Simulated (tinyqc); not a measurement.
Oxide trap near a transistor channel: two-state multiphonon kinetics, telegraph noise and bias instability: one step, computed by the program tinyqc. Command: `OMP_NUM_THREADS=1 python tinyqc.py 3010704 3010705 out.jsonl oxidetrap walk`. One thread of a shared host (Intel(R) Xeon(R) Processor @ 2.30GHz), about 0.01 s of CPU time with the checks.

An n-channel device under positive gate bias. The trap is empty (state 1) or holds an electron (state 2); both states are parabolas of equal curvature, and the electron reservoir is taken at the Fermi level of the channel.

Task: Many traps: 1/f noise. McWhorter number fluctuations for traps uniform in depth and energy: S_V = e^2 k_B T N_t lambda/(W L C_ox^2 f), C_ox = eps_ox eps_0/t_ox. The number of traps within k_B T in energy and one decade in time is N_t k_B T lambda ln(10) W L.

Inputs (values chosen for the exercise, with an insulator like HfO2 on silicon):

| quantity | value | unit |
|---|---|---|
| insulator constant eps_ox | 21.3 | - |
| insulator thickness t_ox | 3.1 | nm |
| temperature T | 450 | K |
| channel width W | 51 | nm |
| channel length L | 78 | nm |
| frequency f | 800 | Hz |
| trap density N_t | 9.5e+17 | cm^-3 eV^-1 |

Parts treated: one trap and an ensemble.

attenuation length lambda = 0.1721774 nm

Constants: eps_0 = 8.8541878128e-12 F/m; e = 1.602176634e-19 C; k_B = 8.617333262e-05 eV/K.

Give: C_ox; 1/f noise S_V(f); active traps per decade.

Result:

C_ox = 6.0837 microF/cm^2

1/f noise S_V(f) = 1.3823e-11 V^2/Hz

active traps per decade = 0.058099

With less than one active trap per decade a single device shows separate Lorentzians; 1/f is only the average over many devices. Caution: N_t k_B T lambda ln(10) W L, the number of active traps per decade, is below one, so S_V is only the mean over many devices.
